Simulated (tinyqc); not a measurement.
Shortcuts against the integral: sheet resistance and Hall data of a diffused or implanted layer. Computed by tinyqc, a small Python program. Command: `OMP_NUM_THREADS=1 python tinyqc.py 3006872 3006873 out.jsonl layer walk`. One thread of a shared host (Intel(R) Xeon(R) Processor @ 2.30GHz), about 0.01 s of CPU time with the checks.

Carriers are taken equal to the net active doping down to the junction (full ionisation, which deep dopants in wide-gap hosts do not reach; no spill-over, no depletion), and the Hall factor is 1.

Inputs (values chosen for the exercise, modelled on aluminium in 4H-SiC):

| quantity | value | unit |
|---|---|---|
| mu_min | 15.6 | cm^2/(V s) |
| mu_max | 123 | cm^2/(V s) |
| N_ref | 1.8e+19 | 1/cm^3 |
| exponent alpha | 0.34 | - |
| peak concentration N_0 | 3.4e+18 | 1/cm^3 |
| length scale l | 33 | nm |
| background doping N_B (opposite type) | 2.2e+16 | 1/cm^3 |

Profile: Gaussian at the surface. Activation: complete.

Constants: e = 1.602176634e-19 C.

Method:
- N(x) = N_0 exp(-x^2/l^2), dose N_0 l sqrt(pi)/2, junction x_j = l sqrt(ln(N_0/N_B)).
- Mobility mu = mu_min + (mu_max - mu_min)/(1 + (N_t/N_ref)^alpha), N_t = active doping + N_B; carriers n = active doping - N_B, all dopants active.
- Integrals from x_0 (0 unless stated) to x_j by the midpoint rule on 400 even intervals: 1/R_s = e int n mu dx; sheet density n_s = int n dx; Hall sheet density (int n mu dx)^2/int n mu^2 dx; Hall mobility int n mu^2 dx/int n mu dx.
- Mean conductivity 1/(R_s x_j); mean mobility 1/(e n_s R_s).
- Shortcuts: R_s = 1/(e Q mu) with the dose Q and the mobility at the (active) peak concentration; 1/(e n_s mu) with mu at N_t = n_s/x_j + N_B; 1/(e Q mu_max).

sheet resistance R_s = 7287.98 ohm

dose = 9.94347e+12 1/cm^2

sheet density n_s = 9.76558e+12 1/cm^2

junction depth x_j = 74.0884 nm

Sheet resistances:

| method | R_s (ohm) | deviation (%) |
|---|---|---|
| integral | 7288.0 | 0.000 |
| dose, mobility at the peak | 7466.8 | 2.454 |
| n_s, mobility at the mean concentration | 6978.7 | -4.244 |
| dose, mu_max | 5103.2 | -29.977 |

What follows from these numbers?

The closest shortcut is «dose, mobility at the peak» (+2.5 %). The peak mobility is the lowest in the layer, so with full activation it overestimates R_s.

Extremes, crossings and ranges named in words are read from the listed rows.
